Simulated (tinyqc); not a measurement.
Cell and bit-line capacitance from two signals.

Problem. In a DRAM a freshly written one gives the bit-line signal (Vd/2) Cs/(Cs + Cb). Find Cs and Cb.

Values chosen for this exercise: array voltage Vd = 1.3 V.

signal of a fresh one without and with 20 fF added to the bit line (mV): 113.04348  92.857143

Solution. (Vd/2)/signal = 1 + Cb/Cs, and the added capacitance raises it by its ratio to Cs.

Cs = 16.00 fF
Cb = 76.00 fF

tinyqc, about 0.01 s, one thread, Intel Xeon 2.30GHz (shared host): `OMP_NUM_THREADS=1 python tinyqc.py 2130136 2130137 out.jsonl`
